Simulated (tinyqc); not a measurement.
Gate sweep: ballistic transport through the one-dimensional subbands of a rectangular nanowire or nanosheet channel. Computed by tinyqc, a small Python program. Command: `OMP_NUM_THREADS=1 python tinyqc.py 3027463 3027464 out.jsonl wire walk`. One thread of a shared host (Intel(R) Xeon(R) Processor @ 2.30GHz), about 0.02 s of CPU time with the checks.

Hard walls, parabolic subbands, transport along x. Energies are counted from the bulk conduction band edge at the top of the barrier, which the gate pulls down by U; the source Fermi level lies at the bulk edge when U = 0.

Inputs (values chosen for the exercise, modelled on silicon): light mass m_t = 0.19 m_0; heavy mass m_l = 0.918 m_0; height a = 4.8 nm; width b = 7.3 nm; equivalent oxide thickness t = 0.97 nm; drain voltage V_D = 0.05 V; temperature T = 150 K.

Valleys: silicon [100] wire.

Constants: hbar^2/(2 m_0) = 3.80998212 eV angstrom^2; k_B = 8.617333262e-05 eV/K; m_0 = 9.1093837015e-31 kg; k_B = 1.380649e-23 J/K; hbar = 1.054571817e-34 J s; eps_0 = 8.8541878128e-12 F/m; e = 1.602176634e-19 C; h = 6.62607015e-34 J s.

Method:
- E_pq = (hbar^2 pi^2/2)(p^2/(m_y b^2) + q^2/(m_z a^2)); valley pairs: (m_x, m_y, m_z) = (m_t, m_t, m_l), (m_t, m_l, m_t), (m_l, m_t, m_t), each with degeneracy g = 2; the 10 lowest subbands are kept.
- F_j(eta) = (1/Gamma(j + 1)) int_0^infinity x^j/(1 + exp(x - eta)) dx, F_0 = ln(1 + exp(eta)). Integrals over x = E/(k_B T) use 160 Gauss-Legendre points in u = sqrt(x) from 0 to sqrt(max(eta, 0) + 32).
- With degeneracy g = 2, eta_i = (U - E_i)/(k_B T) and u = e V_D/(k_B T): line density n = sum_i g sqrt(2 m_x k_B T/pi)/(2 hbar) [F_-1/2(eta_i) + F_-1/2(eta_i - u)]; gate: e n = C_ox (V_G - U/e), C_ox = 3.9 eps_0 2 (a + b)/t (flat-plate estimate); I = (2 e k_B T/h) sum_i g [F_0(eta_i) - F_0(eta_i - u)].
- Open modes are sum_i g/(1 + exp(-eta_i)). The last column is e dn/dV_G over C_ox, taken up to the next row.

Subbands:
```
valley axis  p  q  E (meV)  m_x (m_0)
z            1  1   54.917      0.190
y            1  1   93.585      0.190
z            1  2  108.253      0.190
y            2  1  116.645      0.190
x            1  1  123.037      0.918
y            3  1  155.078      0.190
z            2  1  166.332      0.190
z            1  3  197.146      0.190
y            4  1  208.884      0.190
z            2  2  219.668      0.190
```

Against the gate voltage:
```
V_G (V)  U (meV)    n (1/nm)  I (microampere)  open modes    C_g/C_ox
-0.250   -250.00  9.0452e-12       1.2062e-10  1.2300e-10  3.8506e-08
-0.150   -150.00  2.0714e-08       2.7622e-07  2.8169e-07  4.8528e-04
-0.025    -25.06  3.2619e-04       4.3513e-03  4.4333e-03  2.6560e-01
0.100      66.74  1.7885e-01       2.7827e+00  1.7978e+00  6.9913e-01
0.200      96.83  5.5478e-01       8.6471e+00  4.2542e+00  8.3220e-01
0.330     118.64  1.1365e+00       1.6024e+01  7.1927e+00  8.7488e-01
0.470     136.16  1.7951e+00       2.3965e+01  9.4040e+00  8.9318e-01
0.630     153.25  2.5635e+00       3.2265e+01  1.1198e+01  9.0797e-01
0.800     168.89  3.3935e+00       3.9386e+01  1.2800e+01  9.1646e-01
1.000     185.60  4.3791e+00       4.6236e+01  1.4426e+01           -
```

What does the comparison show, and why?

Between the first two rows the current rises one decade per 30 mV, against the limit ln(10) k_B T/e = 30 mV. Above threshold C_g/C_ox lies between 0.70 and 0.92: the quantum capacitance in series costs a visible part. In the last rows the tenth subband begins to fill, so the truncation shows.

Extremes, crossings and ranges named in words are read from the listed rows.
